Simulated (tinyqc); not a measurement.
Threshold-voltage variability of a planar MOSFET, analytic estimates: one step of the calculation.

Three independent sources add in quadrature: random dopants in the depleted layer, metal-gate grains of two orientations, and roughness of the two gate edges acting through the roll-off VT = VT(long) - Vr exp(-L/l). These are first-order estimates: no three-dimensional electrostatics, no percolation.

Problem. Margin in standard deviations for the wanted yield. Cells fail independently with probability Q(k) = erfc(k/sqrt(2))/2 when the margin is k standard deviations, and Y = exp(-Nb Q(k)). phi = exp(-k^2/2)/sqrt(2 pi). Newton steps on ln Q(k) = ln(-ln(Y)/Nb): k(new) = k + [ln Q - ln(-ln(Y)/Nb)] Q/phi.

Inputs (values chosen for the exercise):
- Nb = 8388608 (number of cells)
- Y = 0.976 (wanted yield)

k at the start = 2

Wanted: Q(k); phi; k after iteration 1.

Solution.

Q(k) = 0.022750
phi = 0.053991
k after iteration 1 = 8.6900

Numbers from tinyqc (`OMP_NUM_THREADS=1 python tinyqc.py 2090102 2090103 out.jsonl`; about 0.02 s on one thread of a shared Intel Xeon 2.30GHz).
